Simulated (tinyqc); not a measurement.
Time-dependent dielectric breakdown: cell percolation, Weibull statistics, area scaling and voltage extrapolation: one step, computed by the program tinyqc. Command: `OMP_NUM_THREADS=1 python tinyqc.py 3012839 3012840 out.jsonl tddb walk`. One thread of a shared host (Intel(R) Xeon(R) Processor @ 2.30GHz), about 0.01 s of CPU time with the checks.

The oxide is divided into columns of area a^2, each holding m = t_ox/a cells (m is taken as continuous). A share lambda(t) = (t/t_1)^alpha of the cells is defective, and a column whose cells are all defective breaks down.

Question. Weibull parameters from the cell model. Failure fraction F = 1 - (1 - lambda^m)^N with N = A/a^2 columns, which for small lambda^m is 1 - exp(-(t/t63)^beta) with beta = alpha m and t63 = t_1 N^(-1/beta); critical share lambda(t63) = N^(-1/m). 1 um^2 = 1e6 nm^2.

Inputs (values chosen for the exercise, for a model gate oxide):
```
quantity                                              value  unit
oxide thickness t_ox                                    1.2    nm
defect cell size a                                     0.94    nm
exponent alpha of defect growth                         0.9     -
time t_1 at which the occupied share would reach 1  1.9e+12     s
test area A                                             400  um^2
```

Give: cells per column m; columns N; Weibull slope beta; characteristic life t63; critical share of defective cells.

Answer.

cells per column m = 1.277

columns N = 4.527e+08

Weibull slope beta = 1.149

characteristic life t63 = 55590 s

critical share of defective cells = 1.658e-07

Times between F = 10 % and 90 % span a factor 14.7: the smaller beta = alpha m, the wider the scatter. Caution: t_1 is an input here; in a real oxide it changes with thickness at fixed voltage.
